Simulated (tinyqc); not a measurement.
Changing the crack length L: wafer bonding and layer transfer: bond energy, gap closing, particles, bonding of dissimilar wafers and hydrogen blisters. Computed by tinyqc, a small Python program. Command: `OMP_NUM_THREADS=1 python tinyqc.py 3005364 3005365 out.jsonl bond sweep`. One thread of a shared host (Intel(R) Xeon(R) Processor @ 2.30GHz), about 0.01 s of CPU time with the checks.

gamma is the energy per area of each of the two surfaces; plates are isotropic, and both wafers have E1 and t1.

Inputs (values chosen for the exercise, with wafer 1 close to silicon):

| quantity | value | unit |
|---|---|---|
| Young's modulus E1 | 160 | GPa |
| Poisson ratio nu | 0.21 | - |
| thickness t1 | 775 | micrometre |
| blade thickness t_b | 50 | micrometre |
| particle radius h | 1.6 | micrometre |
| radius of a shallow gap R | 0.027 | mm |
| half height of the gap h_g | 1.3 | nm |

Pair: two equal wafers.

Method:
- Two cantilevers opened by t_b: gamma = 3 t_b^2 E1 t1^3 E2 t2^3/(16 L^4 (E1 t1^3 + E2 t2^3)).
- E' = E1/(1 - nu^2), equal wafers of thickness t1 assumed. A gap of radius R closes if h_g < h_c: h_c = R^2/sqrt((2/3) E' t1^3/gamma) for R > 2 t1 (plate bending), h_c = 3.6 sqrt(R gamma/E') for R < 2 t1 (local deformation).
- E' = E1/(1 - nu^2), equal wafers assumed. Void radius in the plate regime: R_v = [(2/3) E' t1^3/gamma]^(1/4) h^(1/2). Below h_crit = 5 sqrt(t1 gamma/E') the wafers deform locally and R_v is of the order of h (taken as h).

One run for each value:

| crack length L (mm) | bond energy gamma (J/m^2) | void radius (micrometre) | closable height h_c (nm) |
|---|---|---|---|
| 13 | 0.61117 | 3840.6 | 35.745 |
| 15 | 0.34480 | 4431.5 | 26.848 |
| 18 | 0.16628 | 5317.8 | 18.645 |
| 21 | 0.08976 | 6204.1 | 13.698 |
| 28 | 0.02840 | 8272.1 | 7.705 |

Give the missing row, crack length L (mm) = 24.

Computed row:
```
crack length L (mm)  bond energy gamma (J/m^2)  void radius (micrometre)  closable height h_c (nm)
24                                     0.05261                    7090.3                    10.488
```

Interpolating between the two neighbouring rows (linearly) misses most in bond energy gamma (J/m^2), by 21 %. Over the rows, bond energy gamma (J/m^2) falls from 0.611 to 0.0284 (exponent d ln y / d ln x about -4.0 throughout); void radius (micrometre) rises from 3840 to 8270 (exponent d ln y / d ln x about 1.00 throughout); closable height h_c (nm) falls from 35.7 to 7.71 (exponent d ln y / d ln x about -2.0 throughout). The exponent of bond energy gamma stays at -4: beam compliance goes as L^3.  Left out: 33.0, 38.0 (bond energy out of the physical range).
